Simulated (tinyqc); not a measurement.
From one set of inputs to another, one input at a time: donor or exciton in a quantum well (variational effective-mass method). Computed by tinyqc, a small Python program. Command: `OMP_NUM_THREADS=1 python tinyqc.py 3003346 3003347 out.jsonl welldonor ladder`. One thread of a shared host (Intel(R) Xeon(R) Processor @ 2.30GHz), about 0.06 s of CPU time with the checks.

Electron and hole in their lowest subbands f(z) = cos(pi z/L); relative in-plane motion exp(-rho/lambda) (separable trial function), H = -nabla_rho^2 - 2/sqrt(rho^2 + (z_e - z_h)^2) in effective units. Mass and screening are the same in well and barrier; l = L/a* is the width in effective units. Bands are flat: no polarisation or applied field.

The inputs printed are set A. Set A is modelled on GaN; the values taken over come from a set modelled on InP. Inputs not listed in the table keep their values of set A, so the rows need not describe a real material.

Inputs (values chosen for the exercise, modelled on GaN):
```
quantity                 value  unit
electron mass m          0.204   m_0
dielectric constant eps   9.27     -
well width L               4.4    nm
in-plane hole mass m_h   0.435   m_0
```

Centre: exciton. Barriers: infinite.

Constants: Ry = 13.605693123 eV; a_0 = 0.529177210903 angstrom.

Method:
- mu = m m_h/(m + m_h) takes the place of m; Ry* = Ry m/eps^2, a* = a_0 eps/m; l = L/a*.
- k = pi/l; f = cos(k z) inside and zero outside.
- Binding E_b(lambda) = -1/lambda^2 + (8/lambda^2) int_0^l P(z) g(z) dz, with P(z) = (2/l) [(1 - z/l)(1 + cos(2 pi z/l)/2) + (3/(4 pi)) sin(2 pi z/l)] the distribution of |z_e - z_h| and g(z) = int_z^infinity exp(-2 sqrt(r^2 - z^2)/lambda) dr = int_0^infinity exp(-2 rho/lambda) rho/sqrt(rho^2 + z^2) d rho; 40 Gauss-Legendre points in z and 40 in t with rho = lambda t/(1 - t).
- Golden-section search for the maximum over lambda from 0.3 to 4, 40 steps.

Each row keeps all changes above it:
```
input moved                    from      to  binding energy (meV)  radius lambda a* (nm)  binding in Ry*
set A                             -       -                41.725                 3.3103          1.8976
well width L (nm)               4.4     6.6                35.111                 3.7724          1.5968
electron mass m (m_0)         0.204  0.0758                22.217                 6.4091          2.1737
dielectric constant eps        9.27    12.6                13.320                 8.0324          2.4078
in-plane hole mass m_h (m_0)  0.435   0.253                12.416                 8.6701          2.4839
```

Binding energy goes from 41.7 to 12.4, a factor 0.298 in all. The largest single move comes from dielectric constant eps (a factor 0.600). Radius lambda a* goes from 3.31 to 8.67, a factor 2.62 in all. The largest single move comes from electron mass m (a factor 1.70). Binding in Ry* goes from 1.90 to 2.48, a factor 1.31 in all. The largest single move comes from electron mass m (a factor 1.36), and well width L works against it (a factor 0.841). The single moves hold for this order of the switches; the total does not depend on the order.

Caution (rows electron mass m, dielectric constant eps, in-plane hole mass m_h): so narrow a well has large confinement energy, where non-parabolicity and barrier penetration matter.

Extremes, crossings and ranges named in words are read from the listed rows.
